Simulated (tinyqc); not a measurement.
Deformation potentials from a strained empirical pseudopotential: sweeps and comparisons. A value that a table varies takes the place of the one given here.

Diamond lattice, no spin-orbit coupling. Atomic form factor V(q) = a1 (q^2 - a2)/(a3 exp(a4 q^2) - 1) in rydberg with q in 1/bohr, for the unstrained cell. Under a strain e the reciprocal vectors and k go over into (1 + e)^(-1) G, the atoms sit at +/- tau with tau = (1 + e) a (1,1,1)/8 - zeta a (eyz, ezx, exy)/4, and H(G,G') = c |k + G|^2 delta + (V(q)/det(1 + e)) cos(q.tau), q = G - G', with the term q = 0 left out; c = hbar^2/2m0. The basis is fixed before straining: all G with |k + G|^2 up to 16 (2 pi/a)^2. k is given in units of 2 pi/a of the unstrained cell.

Constants: hbar^2/2m0 = 3.80998211 eV angstrom^2; Ry = 13.60569312 eV; a0 (Bohr radius) = 0.5291772105 angstrom.

Parameters, chosen for this exercise (a germanium-sized cell with gaps well above those of Ge; not measured data):
```
symbol  value                         unit      meaning
a       5.659                         angstrom  lattice constant
A       (0.394, 2.397, 2.061, 0.459)            a1 (Ry bohr^2), a2 (1/bohr^2), a3, a4 (bohr^2)
h       0.001                                   size of the test strain
kD      0.82                          2 pi/a    position of the Delta minimum
a1      0.394
a2      2.397
a3      2.061
a4      0.459
```

## The internal displacement

Xu of L (level 5, the lowest empty one) and d from exy = eyz = ezx = h for several zeta: Xu = [E(L [111]) - E(L [1-1-1])]/((8/3) h), d = (single valence level - pair)/(3 sqrt(3) h). zeta = 0 strains the bonds with the lattice; zeta = 1 keeps all four bond lengths equal to first order.

Results:
```
zeta  Xu (L) (eV)  d (eV)
0.00         9.28    1.45
0.25        10.37   -0.84
0.50        11.46   -3.14
0.60        11.90   -4.06
0.75        12.55   -5.44
1.00        13.65   -7.74
```

From zeta = 0 to 1, d goes from 1.45 to -7.74 eV and Xu (L) from 9.28 to 13.65 eV, both nearly linearly: the displacement is an optical-phonon mode, and d = d(0) - zeta d0/4 gives its deformation potential d0 = 37 eV. Leaving the relaxation out (zeta = 0 for 0.5) moves d by +4.60 eV, which reverses its sign, and Xu (L) by -2.18 eV. Tetragonal strain has no such freedom.

## Size of the test strain

e = diag(-h/2, -h/2, h). Xu = [E(Delta z) - E(Delta x)]/(1.5 h) at fixed kD, b = [E(Z) - E(X, Y)]/(4.5 h); one-sided from +h alone, central from +h and -h.

Results (eV):
```
h       Xu one-sided  Xu central  b one-sided  b central
0.0010         7.810       7.813       -2.942     -2.939
0.0025         7.805       7.813       -2.947     -2.939
0.0050         7.797       7.814       -2.956     -2.939
0.0100         7.782       7.814       -2.973     -2.939
0.0200         7.752       7.817       -3.007     -2.940
0.0300         7.725       7.823       -3.042     -2.940
```

From h = 0.001 to 0.03 the one-sided Xu drifts by -0.086 eV and the central one by +0.009 eV; for b the drifts are -0.100 and -0.001 eV. The central difference cancels the term of second order in the strain, so its error goes as h^2. At h = 0.02 the linear law errs by 0.8 % for the valley splitting and 2.3 % for the valence splitting.

## What each parameter of the potential does

Gaps from the valence top to level 5 at Gamma and level 5 at (kD,0,0) and L, and their deformation potentials [E(+h) - E(-h)]/(3 ln((1 + h)/(1 - h))) for e = +/- h 1, h = 0.002. The row for the lattice constant keeps V(q) without the volume factor, so it is not a strain. Each row changes one parameter from the base and keeps the others.

Results:
```
case                Gamma (eV)  Delta (eV)  L (eV)  potential Gamma (eV)  potential Delta (eV)  potential L (eV)
base                     1.687       1.079   1.076                 -8.69                  0.99             -2.78
a = 5.716 angstrom       1.490       1.313   1.128                 -8.87                  0.69             -2.97
a1 = 0.39                1.664       1.009   1.029                 -8.61                  1.02             -2.74
a2 = 2.373               1.821       1.017   1.093                 -8.64                  1.05             -2.74
a3 = 2.04                1.709       1.175   1.136                 -8.79                  0.97             -2.81
a4 = 0.454               1.749       1.153   1.136                 -8.83                  0.91             -2.87
```

The largest shifts from the base row, up to three for each result and ties (the steps differ in size, so this ranks the rows, not the parameters). Gamma (eV): a -0.197, a2 +0.134, a4 +0.061. Delta (eV): a +0.234, a3 +0.096, a4 +0.074. L (eV): a4 +0.061, a3 +0.061, a +0.053. potential Gamma (eV): a -0.18, a4 -0.15, a3 -0.10. potential Delta (eV): a -0.30, a4 -0.08, a2 +0.06. potential L (eV): a -0.19, a4 -0.09, a2 +0.04, a1 +0.04.

Program tinyqc; command `OMP_NUM_THREADS=1 python tinyqc.py 1850145 1850146 out.jsonl`; about 0.2 s on one thread of a shared Intel(R) Xeon(R) Processor @ 2.30GHz.
